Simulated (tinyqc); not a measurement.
Yield per ion against the flux ratio: ion-assisted plasma etching: sheath, surface coverage, synergy and aspect-ratio dependence. Computed by tinyqc, a small Python program. Command: `OMP_NUM_THREADS=1 python tinyqc.py 3010242 3010243 out.jsonl etch walk`. One thread of a shared host (Intel(R) Xeon(R) Processor @ 2.30GHz), about 0.04 s of CPU time with the checks.

Radicals adsorb on bare sites; ions remove covered sites with a high yield and bare sites by sputtering; a slow spontaneous reaction acts everywhere, walls included.

Inputs (values chosen for the exercise, close to those used for silicon dioxide in a fluorocarbon plasma):

| quantity | value | unit |
|---|---|---|
| plasma density n_e | 2.2e+11 | 1/cm^3 |
| electron temperature T_e | 3.7 | eV |
| ion mass M_i | 69 | u |
| sheath voltage V | 69 | V |
| radical density n | 7.1e+12 | 1/cm^3 |
| radical mass M_n | 19 | u |
| gas temperature T_g | 350 | K |
| sticking coefficient s | 0.45 | - |
| radicals per removed unit x | 2 | - |
| yield slope b | 0.36 | eV^(-1/2) |
| threshold E_th | 23 | eV |
| sputter slope b_p | 0.017 | eV^(-1/2) |
| sputter threshold E_p | 32 | eV |
| spontaneous reaction probability k_c | 4.9e-05 | - |
| solid density N | 2.2e+22 | 1/cm^3 |
| ion temperature T_i | 0.5 | eV |

Feature: long trench.

Constants: e = 1.602176634e-19 C; u = 1.6605390666e-27 kg; k_B = 1.380649e-23 J/K; eps_0 = 8.8541878128e-12 F/m.

Method:
- Bohm speed u_B = sqrt(e T_e/M_i); ion flux G_i = 0.61 n_e u_B; radical flux G_n = n c/4 with c = sqrt(8 k_B T_g/(pi M_n)).
- Debye length lambda_D = sqrt(eps_0 T_e/(e n_s)) with n_s = 0.61 n_e, T_e in volts; Child-law sheath d = (sqrt2/3) lambda_D (2 V/T_e)^(3/4); ion energy E = V + T_e/2; angular spread = arctan(sqrt(T_i/E)).
- Yields: Y = b (sqrt(E) - sqrt(E_th)) on covered sites, Y_p = b_p (sqrt(E) - sqrt(E_p)) on bare ones (zero below threshold).
- Steady coverage: s G_n (1 - theta) = x Y G_i theta; removal flux = Y G_i theta + Y_p G_i (1 - theta) + k_c G_n; rate = flux/N, 1 cm/s = 6e8 nm/min.
- The ion flux is fixed and the radical flux set by the ratio; the removal per ion is the removal flux over G_i.

yield Y = 1.30371

sputter yield Y_p = 0.0469266

ion flux G_i = 3.05253e+16 1/(cm^2 s)

Open field:

| G_n/G_i | theta | rate (nm/min) | removal per ion |
|---|---|---|---|
| 0.3 | 0.04923 | 90.6 | 0.1088 |
| 1 | 0.14718 | 193.1 | 0.2320 |
| 3 | 0.34113 | 396.1 | 0.4758 |
| 10 | 0.63314 | 701.9 | 0.8431 |
| 30 | 0.83812 | 917.2 | 1.1017 |
| 100 | 0.94523 | 1032.1 | 1.2398 |
| 300 | 0.98105 | 1077.8 | 1.2946 |
| 1000 | 0.99424 | 1120.1 | 1.3455 |
| 3000 | 0.99807 | 1205.7 | 1.4483 |

What follows from these numbers?

Coverage reaches one half at G_n/G_i = x Y/s = 5.79. Below that the ion-assisted part follows the radical flux, on top of the sputter floor Y_p = 0.0469; above it the ion-assisted part saturates at Y = 1.30 per ion, and the further rise to 1.45 comes from the spontaneous reaction, which costs anisotropy.
